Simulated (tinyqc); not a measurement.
Two-valley model of the transferred-electron effect: one step, computed by the program tinyqc.

Both kinds of valley share one electron temperature T_e, and each has a constant mobility.

Question. Equilibrium. Density-of-states ratio R = Z (m2/m1)^(3/2); n2/n1 = R exp(-dE/(k_B T_e)); mean mobility mu = (mu1 + mu2 n2/n1)/(1 + n2/n1); energy balance e mu F^2 = (3/2) k_B (T_e - T)/tau_E; v = mu F.

Inputs (values chosen for the exercise, for a model semiconductor): central-valley mass m1 = 0.046 m_0; satellite-valley mass m2 = 0.28 m_0; satellite valleys Z = 6; valley separation dE = 0.75 eV; central-valley mobility mu1 = 16000 cm^2/(V s); satellite-valley mobility mu2 = 140 cm^2/(V s); lattice temperature T = 350 K.

Solver: bisection.

Constants: k_B = 8.617333262e-05 eV/K.

Give: R; n2/n1 without field; low-field mobility.

Answer.

R = 90.11

n2/n1 without field = 1.430e-09

low-field mobility = 16000 cm^2/(V s)

dE is 24.9 k_B T, so the satellites are empty without field.
